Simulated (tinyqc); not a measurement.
What each parameter does: alloy A(1-x)B(x) by interpolation with bowing.

Each gap follows E(x) = (1 - x) E_A + x E_B - C x (1 - x); the lattice constant follows Vegard, a(x) = (1 - x) a_A + x a_B.

Mass at Gamma from the Kane formula 1/m = F + Ep (Eg + 2 Dso/3)/(Eg (Eg + Dso)). F is fixed by the masses of A and B and interpolated linearly, as is Ep; Eg and Dso carry their bowing.

Inputs chosen for the exercise (A near GaAs, B near AlAs; shifted at random, so the results belong to these values and not to a real crystal): Eg = (1.502, 3.054) eV (gap at Gamma to the s-like level of A, B); EgX = (1.987, 2.221) eV (gap to the lowest valley along Gamma-X of A, B); EgL = (1.796, 2.442) eV (gap to L of A, B); C = (0.389, 0.047, 0.04) eV (bowing of the Gamma, X and L gaps); x = 0.66 (fraction of B); Dso = (0.339, 0.28) eV (spin-orbit splitting of A, B); Ep = (25.9, 21.1) eV (Kane energy of A, B); me = (0.0679, 0.1495) m0 (electron mass at Gamma of A, B); Cs = 0 eV (bowing of Dso).

Gaps at x and the Kane mass.

One parameter was then changed.

Results before and after:
```
case     Gamma (eV)  X (eV)  L (eV)  mass (m0)
base         2.4390  2.1309  2.2134     0.1181
changed      2.3726  2.1210  2.1871     0.1146
```

Which of these changes was made? (a) C = (0.489, 0.147, 0.14) eV; (b) Cs = 0.05 eV; (c) EgX = (1.987, 2.11) eV; (d) Ep = (28.5, 23.2) eV; (e) x = 0.62; (f) Eg = (1.577, 3.054) eV; (g) EgL = (1.706, 2.442) eV.

Answer: (e) x = 0.62. Of the candidates, run in turn, only this one gives the changed row.

All candidates:
```
case                         Gamma (eV)  X (eV)  L (eV)  mass (m0)
base                             2.4390  2.1309  2.2134     0.1181
x = 0.62                         2.3726  2.1210  2.1871     0.1146
C = (0.489, 0.147, 0.14) eV      2.4166  2.1085  2.1909     0.1170
Eg = (1.577, 3.054) eV           2.4645  2.1309  2.2134     0.1159
EgX = (1.987, 2.11) eV           2.4390  2.0576  2.2134     0.1181
EgL = (1.706, 2.442) eV          2.4390  2.1309  2.1828     0.1181
Ep = (28.5, 23.2) eV             2.4390  2.1309  2.2134     0.1195
Cs = 0.05 eV                     2.4390  2.1309  2.2134     0.1180
```

Program tinyqc; command `OMP_NUM_THREADS=1 python tinyqc.py 1051111 1051112 out.jsonl`; about 0.01 s on one thread of a shared Intel(R) Xeon(R) Processor @ 2.30GHz.
